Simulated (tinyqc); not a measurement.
# Frequency dispersion of an accumulation capacitance by border traps, distributed model: two studies

Traps spread evenly through the insulator exchange electrons with the semiconductor by tunnelling, with tau(x) = t0 exp(2 ka x) at depth x from the interface. The admittance per area Y seen at depth x obeys dY/dx = -Y^2/(i w eps0 eox) + q Nb ln(1 + i w tau)/tau, with Y(0) = i w Cs and w = 2 pi f; the gate sees Y(tox) = G + i w C. Working variable y = Y/(i w), in uF/cm^2. Cox = eps0 eox/tox.

Values chosen for this exercise; permittivity close to that of aluminium oxide:

| symbol | value | unit | meaning |
|---|---|---|---|
| eox | 8.65 |  | relative permittivity of the insulator |
| tox | 8.1 | nm | insulator thickness |
| Cs | 3 | uF/cm^2 | semiconductor capacitance in accumulation |
| Nb | 5.1e19 | cm^-3 eV^-1 | density of border traps |
| ka | 5.7 | 1/nm | decay constant of the wave function in the insulator |
| t0 | 1e-10 | s | time constant of a trap at the interface |
| f | 100 | Hz | frequency |

Constants: q = 1.602176634e-19 C, eps0 = 8.8541878128e-14 F/cm where lengths are in cm. Results are converted to the units shown.

Each table varies one quantity; the others keep the values above.

## Capacitance and loss against frequency

Cox; trap-free value 1/(1/Cox + 1/Cs); response depth d = ln(1/(w t0))/(2 ka), where w tau = 1; lumped estimate: all traps within d act as C_bt = q Nb d placed at d/2, so C = 1/{1/[1/(1/Cs + d/(2 eps0 eox)) + C_bt] + (tox - d/2)/(eps0 eox)}. C and G from a fine integration; dispersion -d C/d log10 f over C, from f times and over 1.1. For a broad spread of time constants G/w is close to -(pi/2) dC/d ln w.

The same in every row: trap-free C (uF/cm^2) = 0.7189.

Capacitance and loss against frequency:

| f (Hz) | d (nm) | C (uF/cm^2) | G/w (uF/cm^2) | dispersion (% a decade) | -(pi/2) dC/d ln w (uF/cm^2) | lumped C (uF/cm^2) |
|---|---|---|---|---|---|---|
| 10 | 1.657 | 0.8292 | 0.01102 | 1.948 | 0.01102 | 0.8158 |
| 100 | 1.455 | 0.8134 | 0.01044 | 1.880 | 0.01043 | 0.8023 |
| 1000 | 1.253 | 0.7986 | 0.009873 | 1.812 | 0.009870 | 0.7892 |
| 10000 | 1.051 | 0.7845 | 0.009328 | 1.743 | 0.009326 | 0.7765 |
| 1e5 | 0.8487 | 0.7712 | 0.008799 | 1.672 | 0.008797 | 0.7643 |
| 1e6 | 0.6467 | 0.7587 | 0.008282 | 1.600 | 0.008282 | 0.7526 |
| 1e7 | 0.4447 | 0.7469 | 0.007769 | 1.526 | 0.007778 | 0.7414 |

C falls from 0.8292 to 0.7469 uF/cm^2, towards the trap-free 0.7189; each decade of frequency removes ln 10/(2 ka) = 0.202 nm from the response depth. The dispersion falls from 1.95 to 1.53 % a decade and G/w falls from 0.0110 to 0.00777 uF/cm^2. G/w lies between 0.999 and 1.00 times -(pi/2) dC/d ln w, the relation for a broad spread of time constants.

## Effect of the insulator thickness

Same model as above.

The same in every row: d (nm) = 1.455.

Result of one run:

| tox (nm) | C (uF/cm^2) | G/w (uF/cm^2) | dispersion (% a decade) | -(pi/2) dC/d ln w (uF/cm^2) | lumped C (uF/cm^2) | trap-free C (uF/cm^2) |
|---|---|---|---|---|---|---|
| 14 | 0.5001 | 0.003944 | 1.156 | 0.003944 | 0.4958 | 0.4627 |

What becomes of these results when the insulator thickness tox is changed from 14 to 20 nm, all else the same?

Result of the changed run:

| tox (nm) | C (uF/cm^2) | G/w (uF/cm^2) | dispersion (% a decade) | -(pi/2) dC/d ln w (uF/cm^2) | lumped C (uF/cm^2) | trap-free C (uF/cm^2) |
|---|---|---|---|---|---|---|
| 20 | 0.3593 | 0.002036 | 0.8308 | 0.002037 | 0.3571 | 0.3396 |

The whole series:

| tox (nm) | C (uF/cm^2) | G/w (uF/cm^2) | dispersion (% a decade) | -(pi/2) dC/d ln w (uF/cm^2) | lumped C (uF/cm^2) | trap-free C (uF/cm^2) |
|---|---|---|---|---|---|---|
| 2 | 2.308 | 0.08303 | 5.303 | 0.08348 | 2.222 | 1.682 |
| 2.8 | 1.860 | 0.05461 | 4.295 | 0.05450 | 1.804 | 1.431 |
| 3.9 | 1.468 | 0.03401 | 3.391 | 0.03397 | 1.433 | 1.187 |
| 5.4 | 1.140 | 0.02052 | 2.635 | 0.02050 | 1.119 | 0.9630 |
| 7.5 | 0.8688 | 0.01191 | 2.008 | 0.01190 | 0.8561 | 0.7619 |
| 10 | 0.6769 | 0.007226 | 1.565 | 0.007225 | 0.6691 | 0.6101 |
| 14 | 0.5001 | 0.003944 | 1.156 | 0.003944 | 0.4958 | 0.4627 |
| 20 | 0.3593 | 0.002036 | 0.8308 | 0.002037 | 0.3571 | 0.3396 |

As tox goes from 2 to 20, C falls from 2.31 to 0.359 uF/cm^2, the dispersion falls from 5.30 to 0.831 % a decade and G/w falls from 0.0830 to 0.00204 uF/cm^2. The lumped estimate is 3.7 % below C in the first row and 0.61 % below it in the last.

tinyqc, about 0.5 s, one thread, Intel Xeon 2.30GHz (shared host): `OMP_NUM_THREADS=1 python tinyqc.py 2202096 2202097 out.jsonl`
